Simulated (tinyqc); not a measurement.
# Illuminated p-n diode, drift-diffusion by the Gummel loop with Scharfetter-Gummel fluxes: effects of single changes

Abrupt junction at x = 0, p side from -Lp, n side to Ln, ohmic contacts. psi is counted from the intrinsic level; n = ni exp((psi - phin)/Vt), p = ni exp((phip - psi)/Vt). Contacts: p side psi = V - Vt ln(Na/ni), p = Na, n = ni^2/Na; n side psi = Vt ln(Nd/ni), n = Nd, p = ni^2/Nd. Constant mobilities, D = mu Vt, Boltzmann statistics, SRH recombination through a mid-gap level, U = (n p - ni^2)/(tp (n + ni) + tn (p + ni)). Current is positive from the p contact to the n contact.

Parameters, values chosen for the exercise; band and dielectric values close to those of silicon:
```
symbol    value        unit                                 meaning
T           275           K                             temperature
Eg         1.12          eV                                band gap
eps_r      11.9                               relative permittivity
Nc      2.47e19       cm^-3  conduction-band density of states at T
Nv      2.37e19       cm^-3     valence-band density of states at T
Na         6e15       cm^-3          acceptor density of the p side
Nd       3.2e15       cm^-3             donor density of the n side
mun         990  cm^2/(V s)                       electron mobility
mup         360  cm^2/(V s)                           hole mobility
tn        6e-10           s               SRH lifetime of electrons
tp         5e-9           s                   SRH lifetime of holes
Lp          1.5          um                    length of the p side
Ln          1.8          um                    length of the n side
G          3e19  cm^-3 s^-1                 uniform generation rate
```

Constants: q = 1.602176634e-19 C, kB = 1.380649e-23 J/K, Vt = kB T/q, eps0 = 8.8541878128e-14 F/cm where lengths are in cm. Results are converted to the units shown.

Each table varies one quantity; the others keep the values above.

## Current against voltage in the dark

ni = sqrt(Nc Nv) exp(-Eg/(2 Vt)), Eg in volts. Poisson and both continuity equations are solved self-consistently with Scharfetter-Gummel fluxes on a graded mesh of 500 nodes. J_scr is q times the integral of U between -xp and xn. Ideal diffusion current J_id = q ni^2 [Dn coth(wp/Le)/(Le Na) + Dp coth(wn/Lh)/(Lh Nd)] (exp(V/Vt) - 1), Le = sqrt(Dn tn), Lh = sqrt(Dp tp), wp = Lp - xp, wn = Ln - xn, with xp and xn from the depletion approximation (W = sqrt(2 eps0 eps_r (Vbi - V)(1/Na + 1/Nd)/q), xp = W Nd/(Na + Nd), xn = W Na/(Na + Nd), Vbi = Vt ln(Na Nd/ni^2)). Ideality factor = 0.004 V/(Vt ln[J(V + 0.004 V)/J(V)]). Here G = 0.

In this table G = 0 cm^-3 s^-1.

Current against voltage in the dark:
columns A: V (V); B: J (A/cm^2); C: ideality factor; D: J_scr/J (%); E: J_id (A/cm^2); F: share recombining at the contacts (%); G: larger minority/doping at -xp and xn
```
A           B     C     D        E       F         G
0.14  5.08e-6  1.82  99.9  6.48e-9  0.0846  9.74e-11
0.2   2.00e-5  1.87  99.6  8.12e-8   0.267   1.22e-9
0.26  7.77e-5  1.85  98.7  1.01e-6   0.851   1.52e-8
0.31  2.46e-4  1.80  96.6  8.31e-6    2.19   1.24e-7
0.37  0.00104  1.68  90.1  1.04e-4    6.37   1.55e-6
0.43  0.00514  1.48  74.9  0.00129    16.0   1.91e-5
0.49   0.0326  1.26  50.8   0.0161    31.0   2.35e-4
0.54    0.188  1.15  30.7    0.132    43.3   0.00188
0.6      1.79  1.12  13.7     1.64    53.7    0.0212
```

What does the table show?

J rises from 5.08e-6 to 1.79 A/cm^2; the ideality factor goes from 1.82 through a maximum of 1.87 (at V = 0.2 V among the rows listed) to 1.12. Recombination in the depleted layer carries over half of the current up to V = 0.49 V, where the factor is 1.26; it grows roughly as exp(V/2 Vt), so diffusion overtakes it. Where the factor is lowest (V = 0.6 V), J is 9.2 % above the ideal diffusion current.

## Solar-cell figures against the SRH lifetime of electrons

Jsc = -J(0), collected share Jsc/(q G (Lp + Ln)), estimate q G [W + Le tanh(wp/2 Le) + Lh tanh(wn/2 Lh)] at V = 0 with Le = sqrt(Dn tn), Lh = sqrt(Dp tp), W, wp = Lp - xp and wn = Ln - xn from the depletion approximation; J(Voc) = 0; Vmp maximises -J V; FF = Pmax/(Jsc Voc).

Solar-cell figures against the SRH lifetime of electrons:
```
tn (s)  Jsc (mA/cm^2)  collected share (%)  estimate of Jsc (mA/cm^2)  Voc (V)  Vmp (V)     FF  Pmax (mW/cm^2)
1e-10           0.818                 51.6                      0.839    0.321    0.239  0.603           0.159
1e-9            0.914                 57.7                      0.926    0.371    0.285  0.641           0.218
1e-8            0.931                 58.7                      0.941    0.402    0.321  0.679           0.254
1e-7            0.932                 58.8                      0.942    0.416    0.342  0.713           0.277
1e-6            0.933                 58.8                      0.943    0.422    0.352  0.733           0.288
```

As tn rises from 1e-10 to 1e-6, the collected share rises from 51.6 to 58.8 %, Voc rises from 0.321 to 0.422 V and FF rises from 0.603 to 0.733. The estimate of Jsc is within 2.6 % in all rows.

tinyqc, about 0.8 s, one thread, Intel Xeon 2.30GHz (shared host): `OMP_NUM_THREADS=1 python tinyqc.py 2240147 2240148 out.jsonl`
